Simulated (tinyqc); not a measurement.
Saddle-point parameters from gate and bias data.

Inverse problem. In a saddle-point contact at zero temperature mu - V0 = al (Vg - Vp), riser n is centred where this equals wy (n + 1/2), its largest slope is dg/dmu = pi/(2 wx) (neighbouring modes neglected), and in bias spectroscopy neighbouring risers meet at q V = wy. Find al, Vp and wx.

gate voltages at the middle of the first and second risers (V): [-1.7225620, -1.7076860]
largest dg/dVg on a riser = 158.38863 1/V
bias at which two neighbouring risers meet = 1.8 mV

Answer. The bias gives wy, the gate spacing then gives al = wy/(Vg2 - Vg1), and the slope gives wx = al pi/(2 dg/dVg).

lever arm al = 0.1210 eV/V
Vp = -1.730 V
wx = 1.200 meV

tinyqc, about 0.05 s, one thread, Intel Xeon 2.30GHz (shared host): `OMP_NUM_THREADS=1 python tinyqc.py 2740029 2740030 out.jsonl`
